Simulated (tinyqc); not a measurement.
A barrier in a uniform field, exact transmission by Airy functions: one step of the calculation.

The left lead has its band edge at 0, the barrier edge falls as U(x) = U0 - F x with F = V/d for 0 < x < d, and the right lead has its edge at -V. No transverse momentum; C = hbar^2/(2 m0); psi and psi'/m are continuous. M carries (psi, psi'/m) across the barrier.

Question. Transfer matrix. With a = Ai, a' = Ai', b = Bi, b' = Bi' at z1 (left edge) and z2 (right edge): M11 = pi (a2 b1' - b2 a1'), M12 = (pi/s)(b2 a1 - a2 b1), M21 = pi s (a2' b1' - b2' a1'), M22 = pi (b2' a1 - a2' b1).

Airy functions:

|  | Ai | Ai' | Bi | Bi' |
|---|---|---|---|---|
| z1 | 0.011594175 | -0.019943251 | 8.4700669 | 12.884851 |
| z2 | 0.18552540 | -0.19741877 | 0.98542640 | 0.66712274 |

s = -4.3589742 1/nm

Wanted: M (M12 in nm, M21 in 1/nm).

Answer.

M (M12 in nm, M21 in 1/nm):

|  | 1 | 2 |
|---|---|---|
| 1 | 7.572 | 1.124 |
| 2 | 34.65 | 5.278 |

Range of the model: Masses are held fixed, although real bands cease to be parabolic a few tenths of an eV from their edges.

Computed by the program tinyqc: `OMP_NUM_THREADS=1 python tinyqc.py 2580041 2580042 out.jsonl`, one thread of a shared Intel Xeon 2.30GHz, about 0.01 s for the whole run.
